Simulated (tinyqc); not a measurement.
Bias-temperature instability, empirical power law with universal recovery: one step of the calculation.

Threshold-voltage shift at the end of a stress: dV = A (V/V0)^g exp[-(Ea q/kB)(1/T - 1/T0)] (t/1 s)^n. After a delay tr the permanent share pp stays and the rest falls by r = 1/(1 + B (tr/t)^be). An empirical model: its parameters are fits, not properties.

Problem. Shift and lifetime at use conditions. The lifetime solves dV = dc; ten years are 3.15576e8 s.

Parameters, values chosen for the exercise:

| symbol | value | unit | meaning |
|---|---|---|---|
| V0 | 1.6 | V | reference stress voltage |
| T0 | 373 | K | reference temperature |
| A | 4.6 | mV | shift after 1 s at V0 and T0 |
| n | 0.13 |  | time exponent |
| g | 4.7 |  | voltage exponent |
| Ea | 0.17 | eV | apparent activation energy of the shift |
| V | 1 | V | use voltage |
| T | 328 | K | use temperature |
| dc | 70 | mV | failure criterion |

Constants: q = 1.602176634e-19 C, kB = 1.380649e-23 J/K. Results are converted to the units shown.

Wanted: voltage factor; temperature factor; shift after ten years; lifetime; largest voltage for ten years.

Solution.

voltage factor = 0.10981
temperature factor = 0.48403
shift after ten years = 3.1128 mV
lifetime = 2.510e11 years
largest voltage for ten years = 1.9393 V

The device passes: the shift at ten years is below dc. A lifetime beyond 100 years is a far extrapolation of the power law. In time the voltage exponent is g/n = 36.2 and the activation energy Ea/n = 1.31 eV.

tinyqc, about 0.01 s, one thread, Intel Xeon 2.30GHz (shared host): `OMP_NUM_THREADS=1 python tinyqc.py 2070131 2070132 out.jsonl`
